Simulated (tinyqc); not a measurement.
What moves the results: band gaps under pressure and temperature from deformation potentials. A value that a table varies takes the place of the one given here.

Murnaghan: V/V0 = (1 + Bp P/B0)^(-1/Bp), B0 = (C11 + 2 C12)/3. Each gap moves by a ln(V/V0) with its volume potential a, and falls with temperature by aV T^2/(T + bV) (Varshni); the two effects are added. No change of phase is considered.

Constants: hc = 1239.841984 eV nm.

Inputs chosen for the exercise (near those of Si, the X and L potentials typical of such crystals; the results hold for these values, not for the real material):

| symbol | value | unit | meaning |
|---|---|---|---|
| Eg | 4.256 | eV | gap at Gamma to the s-like level at 0 K, 0 GPa |
| EgX | 1.192 | eV | gap to X at 0 K, 0 GPa |
| EgL | 2.088 | eV | gap to L at 0 K, 0 GPa |
| C11 | 164.2 | GPa |  |
| C12 | 63.3 | GPa |  |
| Bp | 4.07 |  | pressure derivative of the bulk modulus |
| aG | -12.32 | eV | volume potential of the Gamma gap |
| aX | 1.78 | eV | volume potential of the X gap |
| aL | -2.58 | eV | volume potential of the L gap |
| aV | (0.378, 0.492, 0.444) | meV/K | Varshni alpha of Gamma, X, L |
| bV | (119, 599, 295) | K | Varshni beta of Gamma, X, L |
| T | 0 | K | temperature |
| P | 1.7 | GPa | pressure |

## Gaps against pressure

The last column is the linear form E0 + c1 P for Gamma, c1 = -aG/B0.

Gaps (eV):

| P (GPa) | ln(V/V0) | Gamma | X | L | lowest | Gamma, linear |
|---|---|---|---|---|---|---|
| 0.00 | 0.0000 | 4.256 | 1.192 | 2.088 | X | 4.256 |
| 1.50 | -0.0150 | 4.441 | 1.165 | 2.127 | X | 4.447 |
| 3.00 | -0.0291 | 4.615 | 1.140 | 2.163 | X | 4.637 |
| 4.50 | -0.0425 | 4.780 | 1.116 | 2.198 | X | 4.828 |
| 6.00 | -0.0552 | 4.936 | 1.094 | 2.230 | X | 5.019 |
| 7.50 | -0.0673 | 5.085 | 1.072 | 2.262 | X | 5.209 |
| 9.00 | -0.0788 | 5.226 | 1.052 | 2.291 | X | 5.400 |
| 10.50 | -0.0897 | 5.362 | 1.032 | 2.320 | X | 5.591 |
| 12.00 | -0.1003 | 5.491 | 1.014 | 2.347 | X | 5.781 |

Over 12 GPa Gamma moves by +1.235, L by +0.259 and X by -0.178 eV. X stays lowest. The linear form overshoots by 290 meV at the end, because the crystal stiffens; the gap is linear in ln V, not in P.

## Gaps against temperature

At the pressure P; wavelength hc/E of the lowest gap.

Gaps (eV):

| T (K) | Gamma | X | L | lowest | wavelength (nm) |
|---|---|---|---|---|---|
| 0 | 4.4647 | 1.1618 | 2.1317 | X | 1067.1 |
| 50 | 4.4591 | 1.1600 | 2.1285 | X | 1068.9 |
| 100 | 4.4474 | 1.1548 | 2.1205 | X | 1073.6 |
| 200 | 4.4173 | 1.1372 | 2.0958 | X | 1090.2 |
| 300 | 4.3835 | 1.1126 | 2.0645 | X | 1114.4 |
| 400 | 4.3482 | 1.0830 | 2.0295 | X | 1144.8 |
| 500 | 4.3120 | 1.0499 | 1.9921 | X | 1180.9 |
| 600 | 4.2754 | 1.0141 | 1.9531 | X | 1222.6 |

From 0 to 100 K the Gamma gap falls by 17.3 meV, from 500 to 600 K by 36.6 meV: quadratic below bV, linear with a slope tending to aV = 0.378 meV/K above. X stays lowest. A pressure of 0.64 GPa, with the slope -aG/B0 at zero pressure, would undo the fall of the Gamma gap from 0 to 300 K.

## What each parameter does

Gaps at P and T. Each row changes one parameter from the base and keeps the others.

Results:

| case | Gamma (eV) | X (eV) | L (eV) |
|---|---|---|---|
| base | 4.4647 | 1.1618 | 2.1317 |
| T = 50 K | 4.4591 | 1.1600 | 2.1285 |
| C11 = 147.78 GPa | 4.4767 | 1.1601 | 2.1342 |
| C12 = 56.97 GPa | 4.4739 | 1.1605 | 2.1336 |
| Bp = 3.663 | 4.4654 | 1.1617 | 2.1319 |
| aG = -13.552 eV | 4.4856 | 1.1618 | 2.1317 |
| aX = 1.958 eV | 4.4647 | 1.1588 | 2.1317 |
| aL = -2.838 eV | 4.4647 | 1.1618 | 2.1361 |
| P = 1.53 GPa | 4.4445 | 1.1648 | 2.1275 |

The largest shifts from the base row, up to three for each result and ties (the steps differ in size, so this ranks the rows, not the parameters). Gamma (eV): aG +0.0209, P -0.0202, C11 +0.0120; unchanged at the printed digits by aX and aL. X (eV): aX -0.0030, P +0.0029, T -0.0019; unchanged at the printed digits by aG and aL. L (eV): aL +0.0044, P -0.0042, T -0.0032; unchanged at the printed digits by aG and aX.

tinyqc: `OMP_NUM_THREADS=1 python tinyqc.py 1081441 1081442 out.jsonl`; about 0.01 s, one thread, shared Intel(R) Xeon(R) Processor @ 2.30GHz.
